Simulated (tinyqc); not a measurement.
Thermal, flicker and telegraph noise of a field-effect transistor: one step, computed by the program tinyqc.

Strong inversion, threshold roll-off and channel-length modulation left out; noise sources are uncorrelated and are given as one-sided spectral densities. The drain voltage is 50 mV.

Question. Operating point. C_ox = 3.9 eps_0/t; I = mu C_ox (W/L) V_ov V_D; g_m = I/V_ov; g_d0 = I/V_D.

Inputs (values chosen for the exercise, modelled on a silicon n-channel):
```
quantity                      value        unit
width W                         4.9  micrometre
length L                        520          nm
electrical oxide thickness t    4.9          nm
mobility mu                     330  cm^2/(V s)
overdrive V_ov                 0.66           V
```

Operating region: linear. Flicker model: number fluctuation.

Constants: eps_0 = 8.8541878128e-12 F/m.

Give: C_ox; drain current I; g_m; g_d0.

Answer.

C_ox = 0.7047 microfarad/cm^2

drain current I = 72.32 microampere

g_m = 109.6 microsiemens

g_d0 = 1446 microsiemens
